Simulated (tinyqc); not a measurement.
CCD on RHF in the sto-3g basis, for H3+, spin multiplicity 1, step by step. Computed by tinyqc, a small Python program that keeps every step (integrals from PySCF). Settings: charge = 1, multiplicity = 1, basis = sto-3g, method = RHF, energy threshold = 1e-10, iteration cap = 73, orthogonalisation = symmetric, start = Wolfsberg-Helmholz matrix, DIIS depth = 6, amplitude equations = CCD, DIIS depth for amplitudes = 4, cap on updates = 62. Command: `OMP_NUM_THREADS=1 python tinyqc.py 29542 29543 out.jsonl` (the two numbers bound the seeds that draw the settings). One thread of a shared host (Intel(R) Xeon(R) Processor @ 2.60GHz), about 0.04 s of CPU time with the checks. The early iterations of the SCF are left out here.

## One-electron integrals

Geometry (angstrom):
```
atom,x,y,z
H,0.00000,0.00000,0.00000
H,0.00000,0.00000,1.06700
H,0.00000,1.01700,0.53400
```

Basis sto-3g: exponents (1/bohr^2) and contraction coefficients of normalised primitives:
```
element,l (shell),exponent,coefficient
H,s (1),3.42525,0.15433
H,s (1),0.62391,0.53533
H,s (1),0.16886,0.44463
```

Overlap, kinetic and nuclear-attraction integrals over the contracted functions; the nuclear repulsion is the sum of Za Zb / Rab.

nuclear repulsion = 1.4175080 hartree

overlap S, lower triangle:
```
,1H 1s,2H 1s,3H 1s
1H 1s,1.00000
2H 1s,0.45790,1.00000
3H 1s,0.41344,0.41369,1.00000
```

kinetic energy T (hartree), lower triangle:
```
,1H 1s,2H 1s,3H 1s
1H 1s,0.76003
2H 1s,0.08831,0.76003
3H 1s,0.06503,0.06515,0.76003
```

nuclear attraction V (hartree), lower triangle:
```
,1H 1s,2H 1s,3H 1s
1H 1s,-2.16366
2H 1s,-0.93278,-2.16383
3H 1s,-0.82908,-0.82964,-2.13240
```

core Hamiltonian H = T + V (hartree), lower triangle:
```
,1H 1s,2H 1s,3H 1s
1H 1s,-1.40363
2H 1s,-0.84447,-1.40380
3H 1s,-0.76405,-0.76449,-1.37237
```

## Two-electron integrals

Functions are numbered as in S; the eight-fold symmetry (ij|kl) = (ji|kl) = (kl|ij) leaves the list below.

Two-electron integrals (ij|kl) in chemists' order, unique and non-zero (hartree):
```
i,j,k,l,(ij|kl)
1,1,1,1,0.77461
2,1,1,1,0.27945
2,1,2,1,0.13203
2,2,1,1,0.45677
2,2,2,1,0.27945
2,2,2,2,0.77461
3,1,1,1,0.24606
3,1,2,1,0.10404
3,1,2,2,0.19483
3,1,3,1,0.10546
3,2,1,1,0.19490
3,2,2,1,0.10409
3,2,2,2,0.24624
3,2,3,1,0.09461
3,2,3,2,0.10560
3,3,1,1,0.43236
3,3,2,1,0.20802
3,3,2,2,0.43249
3,3,3,1,0.24606
3,3,3,2,0.24624
3,3,3,3,0.77461
```

## Orthogonalisation

S = U s U^T; symmetric (Loewdin) form X = U s^(-1/2) U^T, so that X^T S X = 1.

eigenvalues of S: 0.54210  0.60086  1.85704

X, lower triangle:
```
,1H 1s,2H 1s,3H 1s
1H 1s,1.13432
2H 1s,-0.22382,1.13443
3H 1s,-0.18302,-0.18325,1.11332
```

## Starting guess

The start is the generalised Wolfsberg-Helmholz matrix (K = 1.75) built on H; D = 2 C_occ C_occ^T.

D at the start, lower triangle:
```
,1H 1s,2H 1s,3H 1s
1H 1s,0.38167
2H 1s,0.38185,0.38203
3H 1s,0.34612,0.34628,0.31388
```

## Iteration 4 (converged): orbitals

converged F (hartree), lower triangle:
```
,1H 1s,2H 1s,3H 1s
1H 1s,-0.69661
2H 1s,-0.65697,-0.69677
3H 1s,-0.60945,-0.60971,-0.66806
```

Diagonalise F' = X^T F X, C = X C', fill 1 alpha and 1 beta electrons from the bottom; D = 2 C_occ C_occ^T. Each column has its largest component positive (the first on a tie).

F' = X^T F X (hartree), lower triangle:
```
,1,2,3
1,-0.41692
2,-0.34365,-0.41691
3,-0.29679,-0.29705,-0.42171
```

orbital energies (hartree): MO1 -1.04393, MO2 -0.13834, MO3 -0.07327

coefficients C:
```
,MO1,MO2,MO3
1H 1s,0.43120,-0.51418,-0.95915
2H 1s,0.43133,-0.50975,0.96162
3H 1s,0.40810,1.06771,-0.00279
```

D after iteration 4, lower triangle:
```
,1H 1s,2H 1s,3H 1s
1H 1s,0.37186
2H 1s,0.37197,0.37209
3H 1s,0.35195,0.35205,0.33310
```

## Convergence

Stop when the energy changes by less than 1e-10 hartree and every element of the error matrix X^T (F D S - S D F) X is below 3e-06.

Course of the cycle:
```
iteration,E (hartree),change,largest element of the error matrix
1,-1.2291015,-,1.26e-02
2,-1.2292975,-1.96e-04,1.50e-03
3,-1.2293003,-2.80e-06,2.92e-06
4,-1.2293003,-1.04e-11,3.91e-07
```

PySCF RHF in the same basis = -1.2293003 hartree

Converged in 4 iterations.

## Populations, bond orders and dipole

Mulliken: Z minus the diagonal of D S on the atom; Loewdin: the same with S^(1/2) D S^(1/2); Mayer order: 2 sum_s sum (D(s) S)_ij (D(s) S)_ji over the two atoms.

Charges (e):
```
atom,Mulliken,Loewdin
1H,0.31230,0.31308
2H,0.31194,0.31274
3H,0.37575,0.37417
```

Mayer bond orders:
```
pair,order
2-1,0.47317
3-1,0.42929
3-2,0.42952
```

dipole moment about the origin, x y z (debye): 0.00000  1.83550  2.56249

## Integrals over molecular orbitals

(pq|rs) = sum C_ip C_jq C_kr C_ls (ij|kl), one index at a time.

one-electron integrals over orbitals h = C^T H C (hartree), lower triangle:
```
,1,2,3
1,-1.60287
2,0.01030,-1.07197
3,-0.00007,-0.00001,-1.03163
```

Two-electron integrals over orbitals (pq|rs), unique and non-zero (hartree):
```
p,q,r,s,(pq|rs)
1,1,1,1,0.55894
2,1,1,1,-0.01030
2,1,2,1,0.14443
2,2,1,1,0.53903
2,2,2,1,0.10176
2,2,2,2,0.63843
3,1,1,1,0.00007
3,1,2,1,2.40e-06
3,1,2,2,-0.00069
3,1,3,1,0.14571
3,2,1,1,4.04e-06
3,2,2,1,-0.00075
3,2,2,2,-0.00009
3,2,3,1,-0.09688
3,2,3,2,0.07320
3,3,1,1,0.55203
3,3,2,1,-0.10554
3,3,2,2,0.46996
3,3,3,1,0.00072
3,3,3,2,0.00009
3,3,3,3,0.64254
```

## CCD: starting amplitudes

t_ij^ab = <ij||ab> / (e_i + e_j - e_a - e_b), whose energy is MP2.

Starting amplitudes (spin orbitals 1a, 1b, ...; amplitudes related by a flip of all spins are not repeated):
```
from,to,t
1a 1b,2a 2b,-0.07975
1a 1b,3a 3b,-0.07505
1a 1b,2a 3b,-1.28e-06
```

correlation energy = -0.0224537 hartree

## CCD: amplitude update 1

t_ij^ab D_ij^ab are set to the remaining terms of the spin-orbital equations, evaluated with the old amplitudes; for the doubles these are <ij||ab> + 1/2 <ab||ef> t_ij^ef + 1/2 <mn||ij> t_mn^ab + P(ij)P(ab) <mb||ej> t_im^ae + terms in t^2, D the orbital-energy denominators.

Amplitudes after update 1 (spin orbitals 1a, 1b, ...; amplitudes related by a flip of all spins are not repeated):
```
from,to,t
1a 1b,2a 2b,-0.10522
1a 1b,3a 3b,-0.09883
1a 1b,2a 3b,-2.58e-06
```

correlation energy = -0.0295973 hartree

## CCD: convergence

E_corr = 1/4 sum <ij||ab> t_ij^ab; stop when the norm of the change is below 1e-8.

Course of the amplitude iterations:
```
update,correlation energy (hartree),norm of the change
0,-0.0224537,-
1,-0.0295973,6.97e-02
2,-0.0317571,2.11e-02
3,-0.0326713,6.27e-03
4,-0.0326678,2.07e-05
5,-0.0326695,8.96e-06
6,-0.0326691,2.86e-06
7,-0.0326691,4.43e-09
```

Converged amplitudes (spin orbitals 1a, 1b, ...; amplitudes related by a flip of all spins are not repeated):
```
from,to,t
1a 1b,2a 2b,-0.11623
1a 1b,3a 3b,-0.10899
1a 1b,2a 3b,-4.06e-06
```

CCD total energy = -1.2619694 hartree

Converged in 7 updates, with DIIS from the third.
